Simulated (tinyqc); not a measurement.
Pair of shallow donors (hydrogen-like orbitals), step by step. Values are carried at full precision from step to step, so a last printed digit may differ when a step is redone from the rounded ones.

Each donor has the orbital exp(-r/a); energy unit Ha* = q/(eps a), q = e^2/(4 pi eps0), so that a lone donor is bound by Ha*/2; x = R/a. One electron: S = (1 + x + x^2/3) exp(-x), j = 1/x - (1 + 1/x) exp(-2x), k = (1 + x) exp(-x); levels E(+/-) = -1/2 - (j +/- k)/(1 +/- S) in Ha*, without the repulsion of the ions, split by D = |E(-) - E(+)|. In six valleys the overlaps S and k are multiplied by v = [cos(K Rx) + cos(K Ry) + cos(K Rz)]/3, K = k0 (2 pi/a_lat), for isotropic envelopes and the symmetric valley state.

Constants: e^2/(4 pi eps0) = 14.39964547 eV angstrom; hbar = 6.58211957e-16 eV s.

Parameters, chosen for this exercise (near those of two donors in Si; shifted at random, so the results belong to these values and not to a real crystal):
- a = 20 angstrom (orbital radius)
- eps = 11.2 (dielectric constant)
- n = (8, 1, 0) a_lat (separation vector)
- a_lat = 5.431 angstrom (lattice constant)
- k0 = 0.856 2 pi/a_lat (valley position)
- dV = 2.2 D (detuning between the donors, in units of D)

## Distance and integrals

Give Ha*, R, x, S, j, k and v.

Ha* = 64.284 meV
R = 43.79 angstrom
x = 2.1893

S, j, k: 0.53612  0.43849  0.35718

v = 0.7318

## One electron on two donors

Give both levels, the splitting D = |E(-) - E(+)| and the tunnelling frequency D/(2 pi hbar).

E(+), E(-) (meV): -64.456  -50.878

D = 13.58 meV
frequency = 3283 GHz

The second ion deepens the mean level by 25.52 meV, against Ha*/x = 29.36 meV for a point charge. Without the valley factor D would be 22 meV; v is positive, so the even combination lies lower.

## Detuning by a gate

Two-level picture for one electron: with detuning u = dV D the splitting is sqrt(D^2 + u^2) and the lower state has weight (1 + u/sqrt(D^2 + u^2))/2 on the lower donor; the field needed is u/(e R), 1 meV/angstrom = 100 kV/cm.

splitting = 32.81 meV
weight = 0.955
field = 68.2 kV/cm

## Two electrons and exchange

Two electrons, Heitler-London: with S' = (1 - x + x^2/3) exp(x), C = 1/x - exp(-2x)(1/x + 11/8 + 3x/4 + x^2/6), X = (1/5){exp(-2x)(25/8 - 23x/4 - 3x^2 - x^3/3) + (6/x)[S^2 (0.5772157 + ln x) + S'^2 Ei(-4x) - 2 S S' Ei(-2x)]}, Q = C - 2j + 1/x and A = X - 2 S k + S^2/x, the singlet and triplet lie at (Q +/- w A)/(1 +/- w S^2) from two lone donors, with the valley weight w = v^2; the exchange is J = triplet - singlet.

Give C, X, Q, A and J.

C, X, Q, A (Ha*): 0.4032  0.1508  -0.01705  -0.1009

J = 6.77e+03 micro-eV

A swap of the two spins takes pi hbar/J = 0.000305 ns (hbar = 6.58212e-16 eV s). Against the one-electron splitting D = 13.6 meV, J/D = 0.5: exchange needs both electrons to tunnel and falls as exp(-2x), D as exp(-x).

## Checks

- Heitler-London binding at x = 1.6425 against the known 0.1160 hartree: both 0.1160.
- Overlap S by quadrature in spheroidal coordinates against the formula: both 0.53612.

Computed by tinyqc, a small Python program: `OMP_NUM_THREADS=1 python tinyqc.py 1252085 1252086 out.jsonl` (the numbers bound the seed that draws the inputs); one thread of a shared host (Intel(R) Xeon(R) Processor @ 2.30GHz), about 0.01 s for the whole set of steps.
